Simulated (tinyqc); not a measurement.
# Width from the threshold shift

Problem. Undoped body with a flat potential across it, hard walls, transport along x. One isotropic valley (g = 1, mx = my = mz = me). Non-parabolicity enters the subband edges through E (1 + al E) = gamma, so E = 2 gamma/(1 + sqrt(1 + 4 al gamma)); motion within a subband is taken as parabolic with the band-edge mass. Energies are counted from the bulk band edge. gamma = C pi^2 [a^2/(my (t + dl)^2) + b^2/(mz (H + dl)^2)], C = hbar^2/(2 m0). Each subband has N_k = g sqrt(2 mx m0 kB T/(pi hbar^2)); without degeneracy n = exp(EF/Vt) sum N_k exp(-E_k/Vt). Classical value Nc times t H, Nc = sum over valleys of 2 g (m m0 kB T/(2 pi hbar^2))^1.5 with m = (mx my mz)^(1/3). Threshold shift dVT = Vt ln(classical value/sum N_k exp(-E_k/Vt)). Find t and the lowest subband edge.

Values chosen for this exercise; masses close to those of InAs:

| symbol | value | unit | meaning |
|---|---|---|---|
| T | 200 | K | temperature |
| me | 0.0233 | m0 | mass at the band edge |
| al | 2.7 | 1/eV | non-parabolicity |
| dl | 0.3 | nm | widening of the box by penetration into the insulator |
| H | 35.6 | nm | height (along z) |

Constants: q = 1.602176634e-19 C, kB = 1.380649e-23 J/K, hbar = 1.054571817e-34 J s, m0 = 9.1093837015e-31 kg, Vt = kB T/q, hbar^2/(2 m0) = 0.0380998212 eV nm^2. Results are converted to the units shown.

dVT = 117.65568 mV

Answer. dVT is evaluated for trial values of t with all subbands; between 1.5 and 25 nm one value matches.

t = 8.900 nm
E_1 = 145.8 meV

Program tinyqc, `OMP_NUM_THREADS=1 python tinyqc.py 2350085 2350086 out.jsonl`; Intel Xeon 2.30GHz, shared host, one thread, about 0.08 s.
